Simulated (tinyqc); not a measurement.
# Thin-body transistor below threshold, two-dimensional Poisson equation on a small mesh: effects of single changes

A thin body on a thick buried insulator of low permittivity, taken as carrying no normal field at the bottom of the body (row 0). Mobile charge is neglected (subthreshold), the body is fully depleted, and potentials are counted from the intrinsic level; rows run upward to the gate, columns from source to drain.

Inputs (values chosen for the exercise); semiconductor permittivity close to that of In0.53Ga0.47As:
- T = 300 K (temperature)
- eps_r = 13.8 (relative permittivity of the semiconductor)
- eox = 7.5 (relative permittivity of the insulator)
- tb = 4 nm (body thickness)
- tox = 2.3 nm (insulator thickness)
- L = 36 nm (channel length)
- Na = 0 cm^-3 (acceptor density of the depleted body)
- Vbi = 0.51 V (potential of the source)
- Vfb = -0.08 V (gate offset)
- Vg = 0.05 V (gate voltage)
- Vd = 0.7 V (drain voltage)

Constants: q = 1.602176634e-19 C, kB = 1.380649e-23 J/K, Vt = kB T/q, eps0 = 8.8541878128e-14 F/cm where lengths are in cm. Results are converted to the units shown.

Each table varies one quantity; the others keep the values above.

## Effect of the relative permittivity of the insulator

Mesh: rows i = 0..12 in the semiconductor (step hs = tb/12, row 12 on the interface), then 8 step(s) ho = tox/8 up to the gate row 20; columns j = 0..80 (step hy = L/80). Box integration, divided by eps0: up_i = eps hy/h of the interval above row i, dn_i = that of the interval below (0 for row 0), lat_i = (sum of eps h/2 over the intervals above and below)/hy, s_i = -q Na w_i hy/eps0 with w_i the semiconductor height of the box (hs/2 for row 0 and the interface row, hs between, 0 in the insulator). Each free node obeys (up + dn + 2 lat) psi = up psi(above) + dn psi(below) + lat [psi(left) + psi(right)] + s. Fixed values: gate row Vg - Vfb; column 0 at Vbi and the last column at Vbi + Vd in the semiconductor, each running linearly to Vg - Vfb across the insulator. The system is solved directly. On row 0 the minimum of psi and its place come from a parabola through the three lowest nodes; barrier = Vbi - minimum, swing = Vt ln 10/(d psi/dVg), DIBL = (d psi/dVd)/(d psi/dVg) there. Lambda = pi/k with k the smallest positive root of tan(k tox) tan(k tb) = eox/eps_r.

Effect of the relative permittivity of the insulator:
```
eox  L/Lambda  barrier (V)  place y/L  swing (mV/decade)  DIBL (mV/V)
3.9     1.822       0.3017     0.4080              69.20        41.78
5.9     2.146       0.3314     0.4223              65.17        24.55
8.8     2.479       0.3501     0.4328              62.88        14.63
13      2.807       0.3613     0.4407              61.57        8.945
20      3.156       0.3686     0.4473              60.76        5.401
30      3.454       0.3724     0.4518              60.34        3.558
```

Read the table: what changes, and by how much?

As eox goes from 3.9 to 30, the barrier rises from 0.302 to 0.372 V, the swing falls from 69.2 to 60.3 mV a decade and DIBL falls from 41.8 to 3.56 mV/V; the ideal swing is 59.5. L/Lambda goes from 1.8 to 3.5. In every row the body is under 5 nm thick, where quantum confinement matters.

## Choice of the relaxation factor

Mesh: rows i = 0..2 in the semiconductor (step hs = tb/2, row 2 on the interface), then 1 step(s) ho = tox/1 up to the gate row 3; columns j = 0..4 (step hy = L/4). Sweeps go row by row from row 0, left to right, psi(new) = psi + omega (t - psi) with t the value that solves the node equation for the newest neighbours; free nodes start at zero; stop when the largest change is below 1e-7 V.

Result of one run:
```
omega  sweeps
1.5        24
```

What becomes of these results when the relaxation factor omega is changed from 1.5 to 1.3, all else the same?

Result of the changed run:
```
omega  sweeps
1.3        35
```

The whole series:
```
omega  sweeps
1          70
1.1        57
1.2        46
1.3        35
1.4        23
1.5        24
1.6        31
1.7        44
1.8        69
1.9       143
```

Gauss-Seidel (omega = 1) takes 70 sweeps; the fewest, 23, are at omega = 1.4, and omega = 1.9 takes 143. The Jacobi matrix of this mesh has spectral radius rho = 0.9062, so theory puts the best factor at 2/(1 + sqrt(1 - rho^2)) = 1.41.

## Effect of the gate voltage

Same model as above.

Results:
```
Vg (V)  L/Lambda  barrier (V)  place y/L  swing (mV/decade)  DIBL (mV/V)
-0.2       2.345       0.5780     0.4492              63.38        20.79
-0.12      2.345       0.5029     0.4442              63.44        20.05
-0.04      2.345       0.4279     0.4380              63.52        19.18
0.04       2.345       0.3530     0.4301              63.63        18.13
0.2        2.345       0.2037     0.4049              64.10        15.16
```

Estimate the missing row, Vg = 0.12 V.

Computed row:
```
Vg (V)  L/Lambda  barrier (V)  place y/L  swing (mV/decade)  DIBL (mV/V)
0.12       2.345       0.2782     0.4196              63.80        16.83
```

With this row back in the table: As Vg goes from -0.2 to 0.2 V, the barrier falls from 0.578 to 0.204 V, the swing rises from 63.4 to 64.1 mV a decade and DIBL falls from 20.8 to 15.2 mV/V; the ideal swing is 59.5. The barrier top moves from y/L = 0.449 to 0.405, towards the source. In every row the body is under 5 nm thick, where quantum confinement matters.

Numbers from tinyqc (`OMP_NUM_THREADS=1 python tinyqc.py 2480044 2480045 out.jsonl`; about 0.1 s on one thread of a shared Intel Xeon 2.30GHz).
